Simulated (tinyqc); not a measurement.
p-n diode with diffusion and depletion-layer recombination: one step of the calculation.

Abrupt junction in the depletion approximation, low injection, full ionisation, neutral widths fixed, ohmic contact on the p side. Vj is the junction voltage; where a series resistance Rs is given, V = Vj + J Rs is the terminal voltage.

Question. Diffusion lengths and saturation currents. ni = sqrt(Nc Nv) exp(-Eg/(2 Vt)), Eg in volts; D = mu Vt; Ln = sqrt(Dn tn), Lp = sqrt(Dp tp); J0n = q ni^2 Dn coth(wp/Ln)/(Ln Na); J0p = (q ni^2 Dp/(Lp Nd)) (s + tanh(wn/Lp))/(1 + s tanh(wn/Lp)), s = Sp Lp/Dp.

Values chosen for this exercise; band and dielectric values close to those of silicon: temperature T = 293 K; band gap Eg = 1.12 eV; conduction-band density of states at T Nc = 2.67e19 cm^-3; valence-band density of states at T Nv = 2.58e19 cm^-3; acceptor density Na = 1.8e18 cm^-3; donor density Nd = 1.4e16 cm^-3; electron mobility in the p side mun = 240 cm^2/(V s); hole mobility in the n side mup = 370 cm^2/(V s); electron lifetime tn = 5e-8 s; hole lifetime tp = 4e-6 s; neutral width of the p side wp = 0.2 um; neutral width of the n side wn = 3.5 um; recombination velocity at the n contact Sp = 1e7 cm/s.

Constants: q = 1.602176634e-19 C, kB = 1.380649e-23 J/K, Vt = kB T/q. Results are converted to the units shown.

Find: ni; Ln; Lp; J0n; J0p.

Answer.

ni = 6.1196e9 cm^-3
Ln = 5.5044 um
Lp = 61.130 um
J0n = 1.0104e-12 A/cm^2
J0p = 1.1422e-11 A/cm^2

wp/Ln = 0.036 and wn/Lp = 0.057; holes carry 91.9 % of the diffusion current.

Numbers from tinyqc (`OMP_NUM_THREADS=1 python tinyqc.py 2260045 2260046 out.jsonl`; about 0.01 s on one thread of a shared Intel Xeon 2.30GHz).
